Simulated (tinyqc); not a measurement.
## Body thickness for a wanted scale length

Question. A double-gate structure has tan(pi ti/Lambda) tan(pi ts/(2 Lambda)) = ei/eps_r, both angles below pi/2. Find ts.

Parameters, values chosen for the exercise; permittivities: semiconductor made up, insulator close to that of silicon dioxide: relative permittivity of the semiconductor eps_r = 14.7; relative permittivity of the insulator ei = 4.07; insulator thickness ti = 2.1 nm.

Lambda = 23.807932 nm

Answer. The condition is explicit in ts: an arctangent, taken between 0 and pi/2.

ts = 11.70 nm

Numbers from tinyqc (`OMP_NUM_THREADS=1 python tinyqc.py 2420164 2420165 out.jsonl`; about 0.01 s on one thread of a shared Intel Xeon 2.30GHz).
